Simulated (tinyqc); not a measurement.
Bias-temperature instability, empirical power law with universal recovery: one step of the calculation.

Threshold-voltage shift at the end of a stress: dV = A (V/V0)^g exp[-(Ea q/kB)(1/T - 1/T0)] (t/1 s)^n. After a delay tr the permanent share pp stays and the rest falls by r = 1/(1 + B (tr/t)^be). An empirical model: its parameters are fits, not properties.

Problem. What a delayed measurement sees. At V0 and T0, measured shift = dV [pp + (1 - pp) r]; the apparent exponent is the slope of ln(shift) against ln t between the first and last point.

Parameters, values chosen for the exercise: reference stress voltage V0 = 1.6 V; reference temperature T0 = 373 K; shift after 1 s at V0 and T0 A = 4.6 mV; time exponent n = 0.13; voltage exponent g = 4.7; apparent activation energy of the shift Ea = 0.17 eV; permanent share pp = 0.46; recovery scale B = 3.9; recovery dispersion be = 0.16; delay before the measurement tr = 10 s.

Constants: q = 1.602176634e-19 C, kB = 1.380649e-23 J/K. Results are converted to the units shown.

t, point 0 to 2 (s): [100, 1000, 10000]

Give: dV; share left; measured; apparent n.

Solution.

| point | dV (mV) | share left | measured (mV) |
|---|---|---|---|
| 0 | 8.371 | 0.6060 | 5.073 |
| 1 | 11.29 | 0.6484 | 7.321 |
| 2 | 15.23 | 0.6957 | 10.60 |

apparent n = 0.1600

The delay hides 30.4 % of the last shift and raises the exponent from 0.13 to 0.160, since short stresses recover by a larger share.

tinyqc, about 0.01 s, one thread, Intel Xeon 2.30GHz (shared host): `OMP_NUM_THREADS=1 python tinyqc.py 2070131 2070132 out.jsonl`
